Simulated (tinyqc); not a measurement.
CCSD on RHF in the 3-21g basis, for H2, spin multiplicity 1, step by step. One step of it, computed by the program tinyqc.

Task: CCSD: starting amplitudes. t_ij^ab = <ij||ab> / (e_i + e_j - e_a - e_b), whose energy is MP2.

orbital energies (hartree): MO1 -0.557461, MO2 0.228184, MO3 0.988319, MO4 1.399751

Two-electron integrals over orbitals (pq|rs), unique and non-zero (hartree):
```
(11|11) 0.612650    (21|21) 0.101685    (22|11) 0.457674    (22|22) 0.415979
(31|11) 0.149508    (31|22) 0.063819    (31|31) 0.105227    (32|21) -0.003146
(32|32) 0.035128    (33|11) 0.544478    (33|22) 0.417739    (33|31) 0.129411
(33|33) 0.507448    (41|21) -0.080677   (41|32) -0.039929   (41|41) 0.119048
(42|11) -0.140510   (42|22) -0.066462   (42|31) -0.081048   (42|33) -0.117160
(42|42) 0.078361    (43|21) -0.110868   (43|32) -0.023419   (43|41) 0.127855
(43|43) 0.164483    (44|11) 0.623871    (44|22) 0.469931    (44|31) 0.188649
(44|33) 0.575076    (44|42) -0.168966   (44|44) 0.699325
```

Give: Starting amplitudes; correlation energy.

Result:

Starting amplitudes (spin orbitals 1a, 1b, ...; amplitudes related by a flip of all spins are not repeated):
```
from      to        t
1a 1b  2a 2b  -0.0647
1a 1b  3a 3b  -0.0340
1a 1b  4a 4b  -0.0304
1a 1b  2a 4b   0.0294
```

correlation energy = -0.018529 hartree
